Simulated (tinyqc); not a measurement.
Free and trapped electrons in a MOS channel with a dense trap tail: effect of the acceptor density.

p-type body, charge-sheet picture, full ionisation (an idealisation for deep acceptors), Boltzmann statistics for free electrons. e = Ec - EF at the surface. Acceptor-like traps of density D(E) = D0 + De exp(-E/Ew) at depth E below Ec, from 0 to Eu, hold n_t = integral of D(E)/(1 + exp((e - E)/Vt)). psi = Eg - Vt ln(Nv/Na) - e; N_dep = sqrt(2 eps0 eps_r Na (psi - Vt)/q); n_f = sqrt(N_dep^2 + 2 eps0 eps_r Vt Nc exp(-e/Vt)/q) - N_dep; Vg = Vfb + psi + q (N_dep + n_t + n_f)/Cox, Cox = eps0 eox/tox.

Vfb is held fixed. VT is the Vg for n_f = 1e11 cm^-2; swing ln 10 n_f/(dn_f/dVg) at n_f = 1e8 cm^-2; the last three columns are for Vg = VT + 3 V, with free share n_f/(n_f + n_t) and field-effect mobility mf q (dn_f/dVg)/Cox; there EF is near the band edge, where Boltzmann statistics are rough.

Inputs (values chosen for the exercise); band and dielectric values close to those of 4H silicon carbide:
```
symbol    value         unit                                             meaning
T           300            K                                         temperature
Eg         3.27           eV                                            band gap
eps_r      9.85                                            relative permittivity
Nc      1.69e19        cm^-3              conduction-band density of states at T
Nv      2.47e19        cm^-3                 valence-band density of states at T
eox         3.9                           relative permittivity of the insulator
tox          38           nm                                 insulator thickness
Vfb       -2.29            V            flat-band voltage without trapped charge
D0       2.3e10  cm^-2 eV^-1  constant background density of acceptor-like traps
De       4.7e12  cm^-2 eV^-1          density of the tail at the conduction edge
Ew         0.11           eV                            decay energy of the tail
Eu         0.51           eV        depth below Ec down to which the traps reach
mf           65   cm^2/(V s)                          mobility of free electrons
```

Constants: q = 1.602176634e-19 C, kB = 1.380649e-23 J/K, Vt = kB T/q, eps0 = 8.8541878128e-14 F/cm where lengths are in cm. Results are converted to the units shown.

Effect of the acceptor density:
```
Na (cm^-3)	e at VT (eV)	VT (V)	q n_t/Cox at VT (V)	swing (mV/decade)	n_f (cm^-2)	free share (%)	field-effect mobility (cm^2/(V s))
1e15	0.1203	1.425	0.3392	99.64	1.500e12	77.69	59.89
2e15	0.1130	1.604	0.3617	103.9	1.509e12	77.60	60.15
6e15	0.1005	2.015	0.4031	112.4	1.525e12	77.39	60.64
1e16	0.09443	2.283	0.4246	117.3	1.531e12	77.26	60.89
3e16	0.08096	3.120	0.4755	131.0	1.545e12	76.91	61.47
8e16	0.06861	4.328	0.5258	148.4	1.556e12	76.55	61.96
2e17	0.05690	6.104	0.5759	171.5	1.564e12	76.22	62.31
5e17	0.04509	8.879	0.6279	204.9	1.567e12	75.90	62.49
```

Read the table: what changes, and by how much?

As Na goes from 1e15 to 5e17, VT rises from 1.43 to 8.88 V, its part due to traps rises from 0.339 to 0.628 V, the swing rises from 99.6 to 205 mV/decade and the field-effect mobility rises from 59.9 to 62.5 cm^2/(V s). Most of the rise of VT is depletion charge; the trap part grows since the same n_f needs EF nearer the band edge at heavier doping. For Na = 5e17 e is under 2 Vt already at VT, so VT too is rough.

Numbers from tinyqc (`OMP_NUM_THREADS=1 python tinyqc.py 2222072 2222073 out.jsonl`; about 0.02 s on one thread of a shared Intel Xeon 2.30GHz).
